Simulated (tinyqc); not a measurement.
# Changing the temperature T

Model: scattering of inversion-layer electrons by surface optical phonons of the gate insulator (remote phonon scattering). Computed by tinyqc, a small Python program. Command: `OMP_NUM_THREADS=1 python tinyqc.py 3111303 3111304 out.jsonl sophonon sweep`. One thread of a shared host (Intel(R) Xeon(R) Processor @ 2.30GHz), about 0.03 s of CPU time with the checks.

One subband with the Fang-Howard envelope; insulator and channel are half-spaces, the gate is far away, and an interlayer only moves the polar surface away by t (its own modes and its permittivity contrast are left out).

Inputs (values chosen for the exercise, modelled on Al2O3 on silicon):
```
quantity                                   value        unit
static constant of the insulator eps_0s     12.7           -
intermediate constant eps_i                 7.26           -
optical constant eps_inf                    3.16           -
hbar omega_TO1                              47.6         meV
hbar omega_TO2                              70.5         meV
constant of the channel eps_s               11.7           -
in-plane mass m                            0.191         m_0
valleys g_v                                    2           -
sheet density n                          6.3e+12      1/cm^2
mean distance of the electrons z0 = 3/b      1.8          nm
interlayer thickness t                       1.3          nm
mobility from other processes                710  cm^2/(V s)
```

Screening by the channel electrons: static.

Constants: k_B = 8.617333262e-05 eV/K; hbar^2/(2 m_0) = 3.80998212 eV angstrom^2; e^2/(4 pi eps_0) = 14.39964548 eV angstrom; hbar = 6.582119569e-16 eV s; e = 1.602176634e-19 C; m_0 = 9.1093837015e-31 kg.

Method:
- eps(w) = eps_inf + (eps_0s - eps_i) w1^2/(w1^2 - w^2) + (eps_i - eps_inf) w2^2/(w2^2 - w^2). Surface modes solve eps(w) + eps_s = 0, a quadratic in w^2; the strength of a mode is g = 2/(w d eps/dw).
- Occupation N = 1/(exp(hbar w/(k_B T)) - 1).
- Density of states D = g_v m/(pi hbar^2); eta = E_F/(k_B T) = ln(exp(n/(D k_B T)) - 1); screening wave number q_s = e^2 D/(2 eps_0 eps_avg) x 1/(1 + exp(-eta)), eps_avg = (eps_s + eps_inf)/2; b = 3/z0.
- For a mode of strength g, without the occupation factor, Area x |M(q)|^2 = e^2 hbar w g/(2 eps_0 q) x (b/(b + q))^6 exp(-2 q t) / (1 + (q_s/q) H(q))^2, H = (1 + 9 x/8 + 3 x^2/8)/(1 + x)^3, x = q/b.
- Approximate momentum relaxation rate, taking tau v alike in the initial and final states: 1/tau = (m/(2 pi hbar^3)) sum over modes and over absorption (N, E' = E + hbar w) and emission (N + 1, E' = E - hbar w > 0) of [(1 - f(E'))/(1 - f(E))] int_0^(2 pi) Area |M(q)|^2 (1 - cos theta) d theta, q^2 = k^2 + k'^2 - 2 k k' cos theta, f the Fermi function; 48 midpoints in theta from 0 to pi.
- mu = (e/m) int tau E f (1 - f) dE/(k_B T int f dE), by 300 midpoints from 0 to (max(eta, 0) + 14) k_B T; Matthiessen sum with the other processes.

One run for each value:
```
temperature T (K)  remote-phonon mobility (cm^2/(V s))  total mobility (cm^2/(V s))    eta
120                                          1.622e+07                        710.0  3.796
165                                          2.813e+06                        709.8  2.712
255                                          4.507e+05                        708.9  1.615
300                                          2.701e+05                        708.1  1.282
345                                          1.830e+05                        707.3  1.020
390                                          1.414e+05                        706.5  0.805
435                                          1.161e+05                        705.7  0.624
480                                          9.839e+04                        704.9  0.468
```

Give the missing row, temperature T (K) = 210.

Computed row:
```
temperature T (K)  remote-phonon mobility (cm^2/(V s))  total mobility (cm^2/(V s))    eta
210                                          9.204e+05                        709.5  2.062
```

Interpolating between the two neighbouring rows (linearly) misses most in remote-phonon mobility (cm^2/(V s)), by 77 %. Over the rows, remote-phonon mobility (cm^2/(V s)) falls from 1.62e7 to 98400 (exponent d ln y / d ln x -5.5 between the first rows and -1.7 between the last); total mobility (cm^2/(V s)) falls from 710.0 to 704.9 (exponent d ln y / d ln x -6.5e-4 between the first rows and -0.011 between the last); eta falls from 3.80 to 0.468 (exponent d ln y / d ln x -1.1 between the first rows and -2.9 between the last).

Caution (all rows): a relaxation time is only an approximation for inelastic scattering, and static or no screening brackets the true dynamic screening only roughly.
